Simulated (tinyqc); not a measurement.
Stress in a transistor channel from embedded alloy regions, liners and fins, by half-space elasticity: one step, computed by the program tinyqc.

Plane strain in an isotropic half-space, the same constants everywhere; x along the channel from its centre, y downwards from the free surface; stress is positive in tension.

Task: Mobility change, linear estimate. d mu/mu = -(pi_L s_xx + pi_z s_yy) for the embedded regions alone; the stress across the width is left out.

Inputs (values chosen for the exercise, modelled on silicon): longitudinal piezoresistance coefficient = -33.1 1e-11/Pa; vertical piezoresistance coefficient = 52 1e-11/Pa.

Stressor: Si(1-x)C(x) source and drain.

s_xx = 515.7020 MPa

s_yy = 0.4759820 MPa

Give: mobility change.

Result:

mobility change = 17.04 %

The vertical stress supplies -0.025 of these points. Caution: beyond a few hundred MPa bulk piezoresistance coefficients no longer describe an inversion layer well.
